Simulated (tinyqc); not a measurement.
Effective-mass impurity with a central-cell term, in a basis of Slater functions: one step, computed by the program tinyqc.

The envelope obeys H = -nabla^2 - (2/r) [Z + A exp(-kappa r)] in effective units, with kappa = a*/lambda; positive A deepens the well near the core.

Task: Generalised eigenproblem. (T + V + W) c = E S c with c^T S c = 1 and the largest component positive.

Impurity: donor, one isotropic band.

kinetic T (Ry*):
```
           1          2
1     0.3364  0.6554946
2  0.6554946     3.0276
```

Coulomb V (Ry*):
```
           1          2
1      -1.16  -1.506884
2  -1.506884      -3.48
```

central cell W (Ry*):
```
             1            2
1  -0.01720295  -0.07239773
2  -0.07239773   -0.3108742
```

overlap S:
```
          1         2
1  1.000000  0.649519
2  0.649519  1.000000
```

Give: two lowest levels; coefficients of the lowest state; <T>; <W>.

Result:

two lowest levels (Ry*): -1.048  0.349

coefficients of the lowest state: 0.5938  0.5066

<T> = 1.290 Ry*

<W> = -0.1294 Ry*
